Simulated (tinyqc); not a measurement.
Punch-through p+-n junction, ionisation integral and breakdown: two steps of the calculation.

A p+ layer at x < 0 and an n drift layer from x = 0 to L on an n+ substrate. Depletion approximation, built-in voltage neglected. Local ionisation coefficients alpha_n = an exp(-(bn/E)^mx), alpha_p = ap exp(-(bp/E)^mx). Electrons move towards +x, holes towards x = 0.

Inputs (values chosen for the exercise); material values close to those of silicon: relative permittivity eps_r = 11.8; prefactor of the electron ionisation coefficient an = 7.04e5 1/cm; field constant for electrons bn = 1.2e6 V/cm; prefactor of the hole ionisation coefficient ap = 1.63e6 1/cm; field constant for holes bp = 2.02e6 V/cm; exponent mx = 1; donor density of the drift layer N = 2.1e14 cm^-3; thickness of the drift layer L = 52 um; reverse voltage V = 562 V; share of the depleted width that the grid covers fr = 1.

Constants: q = 1.602176634e-19 C, eps0 = 8.8541878128e-14 F/cm where lengths are in cm. Results are converted to the units shown.

Question 1. Field and ionisation coefficients on a grid. W = sqrt(2 eps0 eps_r V/(q N)), peak field E0 = q N W/(eps0 eps_r), falling linearly to 0 at W; if W > L the layer is punched through: W = L, E0 = V/L + q N L/(2 eps0 eps_r), falling linearly to E1 = V/L - q N L/(2 eps0 eps_r). Grid: 11 equal steps from 0 to fr W.

Find: W; x; E; alpha_n; alpha_p.

Answer 1.

W = 52.000 um

| point | x (um) | E (kV/cm) | alpha_n (1/cm) | alpha_p (1/cm) |
|---|---|---|---|---|
| 0 | 0.000 | 191.81 | 1350.4 | 43.492 |
| 1 | 4.727 | 176.58 | 787.47 | 17.543 |
| 2 | 9.455 | 161.36 | 414.75 | 5.9619 |
| 3 | 14.182 | 146.14 | 191.13 | 1.6181 |
| 4 | 18.909 | 130.91 | 73.557 | 0.32429 |
| 5 | 23.636 | 115.69 | 22.018 | 0.042571 |
| 6 | 28.364 | 100.47 | 4.5727 | 0.0030204 |
| 7 | 33.091 | 85.242 | 0.54170 | 8.3291e-5 |
| 8 | 37.818 | 70.019 | 0.025381 | 4.8197e-7 |
| 9 | 42.545 | 54.795 | 2.1710e-4 | 1.5927e-10 |
| 10 | 47.273 | 39.572 | 4.7622e-8 | 1.1043e-16 |
| 11 | 52.000 | 24.349 | 2.7781e-16 | 1.5220e-30 |

Question 2. Ionisation integrals by the trapezoid rule. G(x) = integral from 0 to x of (alpha_n - alpha_p); I_n = integral of alpha_n exp(-G) (electrons injected at x = 0), I_p = integral of alpha_p exp(G(end) - G) (holes injected at the far edge); M = 1/(1 - I). All integrals by the trapezoid rule on the grid.

| point | x (um) | alpha_n (1/cm) | alpha_p (1/cm) |
|---|---|---|---|
| 0 | 0.000000 | 1350.4416 | 43.491855 |
| 1 | 4.727273 | 787.46596 | 17.542728 |
| 2 | 9.454545 | 414.75190 | 5.9618915 |
| 3 | 14.181818 | 191.13159 | 1.6181420 |
| 4 | 18.909091 | 73.557303 | 0.32428515 |
| 5 | 23.636364 | 22.017985 | 0.042571199 |
| 6 | 28.363636 | 4.5727106 | 0.0030204110 |
| 7 | 33.090909 | 0.54169878 | 8.3291245e-5 |
| 8 | 37.818182 | 0.025380631 | 4.8196927e-7 |
| 9 | 42.545455 | 2.1709727e-4 | 1.5927287e-10 |
| 10 | 47.272727 | 4.7621601e-8 | 1.1042744e-16 |
| 11 | 52.000000 | 2.7781466e-16 | 1.5220473e-30 |

Give: G; alpha_n exp(-G); I_n; I_p; M_n; M_p.

Answer 2.

| point | G | alpha_n exp(-G) (1/cm) |
|---|---|---|
| 0 | 0.0000 | 1350.4 |
| 1 | 0.4909 | 482.0 |
| 2 | 0.7695 | 192.1 |
| 3 | 0.9109 | 76.9 |
| 4 | 0.9730 | 27.8 |
| 5 | 0.9955 | 8.1 |
| 6 | 1.0018 | 1.7 |
| 7 | 1.0030 | 0.2 |
| 8 | 1.0031 | 0.0 |
| 9 | 1.0031 | 0.0 |
| 10 | 1.0031 | 0.0 |
| 11 | 1.0031 | 0.0 |

I_n = 0.69209
I_p = 0.046452
M_n = 3.2477
M_p = 1.0487

Computed by the program tinyqc: `OMP_NUM_THREADS=1 python tinyqc.py 2120023 2120024 out.jsonl`, one thread of a shared Intel Xeon 2.30GHz, about 0.1 s for the whole run.
